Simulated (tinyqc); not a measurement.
Five-frequency model of solute diffusion by vacancies in an fcc metal. Changing the barrier E1 (vacancy circles the solute). Computed by tinyqc, a small Python program. Command: `OMP_NUM_THREADS=1 python tinyqc.py 3010569 3010570 out.jsonl fivefreq sweep`. One thread of a shared host (Intel(R) Xeon(R) Processor @ 2.30GHz), about 0.01 s of CPU time with the checks.

A vacancy next to the solute exchanges with it (w2), jumps to one of 4 sites that also neighbour the solute (w1) or to one of 7 that do not (w3); w4 is the reverse of w3 and w0 the host jump.

Inputs (values chosen for the exercise, for a model solute in a host close to nickel): barrier E0 (host jump) = 1.05 eV; barrier E2 (exchange) = 0.922 eV; barrier E3 (dissociation) = 1.05 eV; binding energy E_b (positive for attraction) = 0.05 eV; vacancy formation energy E_f = 1.69 eV; formation entropy S_f = 2.2 k_B; attempt frequency nu = 4.1 THz; lattice constant a = 3.52 angstrom; temperature T = 1030 K.

Constants: k_B = 8.617333262e-05 eV/K.

Method:
- w_i = nu exp(-E_i/(k_B T)); detailed balance gives E4 = E3 - E_b.
- Manning: with y = w4/w0, 7F = 7 - (10 y^4 + 180.5 y^3 + 927 y^2 + 1341 y)/(2 y^4 + 40.2 y^3 + 254 y^2 + 597 y + 436); f2 = (2 w1 + 7F w3)/(2 w2 + 2 w1 + 7F w3).
- The mean cosine between successive solute jumps follows from f2 = (1 + c)/(1 - c).
- c_v = exp(S_f - E_f/(k_B T)); host D0 = a^2 c_v w0 x 0.7815; solute D2 = a^2 c_v exp(E_b/(k_B T)) w2 f2; 1 angstrom^2 = 1e-16 cm^2.

One run for each value:
```
barrier E1 (vacancy circles the solute) (eV)  correlation factor f2  ratio D2/D0
0.75                                                        0.88200       8.3848
0.85                                                        0.73554       6.9925
0.95                                                        0.55756       5.3005
1.10                                                        0.39952       3.7981
1.20                                                        0.36482       3.4682
1.40                                                        0.34867       3.3146
1.50                                                        0.34735       3.3021
```

Over the rows, correlation factor f2 falls from 0.882 to 0.347 (exponent d ln y / d ln x -1.5 between the first rows and -0.055 between the last); ratio D2/D0 falls from 8.38 to 3.30 (exponent d ln y / d ln x -1.5 between the first rows and -0.055 between the last). Fast circling randomises the direction of the next exchange; when w1 freezes, escape through w3 is the only way left and f2 levels off.
